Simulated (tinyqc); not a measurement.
## Nanowire ballistic transistor, top-of-the-barrier model: output curve

At the top of the source barrier, states moving towards the drain are filled by the source (Fermi level 0) and states moving back by the drain (Fermi level -q Vd); nothing scatters. U is the shift of the band edge there, set by the capacitances CG, CD and CS (the total) and by the charge. Parabolic one-dimensional subband; the source is grounded.

N0 = gv sqrt(2 m kB T/pi)/hbar, CG = 2 pi eps0 eox/ln(1 + 2 tox/d), CS = CG/aG, n0 = n at U = 0 and Vd = 0. eta1 = -(E0 + U)/Vt, eta2 = eta1 - Vd/Vt, n = (N0/2)[F_(-1/2)(eta1) + F_(-1/2)(eta2)], F_(-1/2)(x) = (1/sqrt(pi)) int_0^infinity u^(-1/2)/(1 + exp(u - x)) du. U = UL + q (n - n0)/CS with UL = -(aG Vg + aD Vd), energies in eV. I = gv (2 q^2/h) Vt [ln(1 + exp eta1) - ln(1 + exp eta2)]. CQ = (q/Vt) dn/d(eta1).

Inputs (values chosen for the exercise); mass and valleys close to those of germanium:
```
symbol,value,unit,meaning
T,400,K,temperature
m,0.121,m0,effective mass
gv,4,,valley degeneracy
eox,9,,relative permittivity of the gate insulator
tox,2.1,nm,insulator thickness
d,2,nm,wire diameter
aG,0.75,,gate control CG/CS
aD,0.102,,drain control CD/CS
E0,0.25,eV,band edge at the barrier top above the source Fermi level at zero bias
Vg,0.8,V,gate voltage
```

Constants: q = 1.602176634e-19 C, kB = 1.380649e-23 J/K, hbar = 1.054571817e-34 J s, h = 6.62607015e-34 J s, m0 = 9.1093837015e-31 kg, Vt = kB T/q, eps0 = 8.8541878128e-14 F/cm where lengths are in cm. Results are converted to the units shown.

Output curve:
```
Vd (V)	eta1	n (cm^-1)	I (uA)	mean velocity I/(q n) (cm/s)	CQ/CS
0.01	1.9823	1.0416e7	2.6725	1.6014e6	2.5056
0.025	2.1547	1.0254e7	6.6267	4.0337e6	2.5044
0.05	2.4480	9.9754e6	13.028	8.1517e6	2.4650
0.1	3.0348	9.4183e6	24.780	1.6421e7	2.2135
0.15	3.5620	8.9369e6	34.353	2.3992e7	1.7557
0.2	3.9504	8.6317e6	40.847	2.9536e7	1.2867
0.3	4.3085	8.5527e6	46.039	3.3598e7	0.90088
0.4	4.4862	8.7028e6	48.036	3.4451e7	0.84680
0.6	4.8115	9.0412e6	51.487	3.5544e7	0.80938
0.8	5.1415	9.3735e6	54.989	3.6615e7	0.77743
```

The current rises from 2.67 to 55.0 uA; n goes from 1.04e7 through a minimum of 8.55e6 (at Vd = 0.3 V among the rows listed) to 9.37e6 cm^-1 and eta1 rises from 1.98 to 5.14. The resistance in the first row is 3.74 kohm, against h/(2 q^2 gv) = 3.23 kohm for one open subband, though nothing scatters in the channel. The current passes 90 % of its last value at Vd = 0.6 V among the rows, where eta2 = -13; returning states are gone from Vd = 0.4 V on (eta2 < -7), and from there the drain control aD lifts eta1 from 4.49 to 5.14.

Numbers from tinyqc (`OMP_NUM_THREADS=1 python tinyqc.py 2400045 2400046 out.jsonl`; about 0.04 s on one thread of a shared Intel Xeon 2.30GHz).
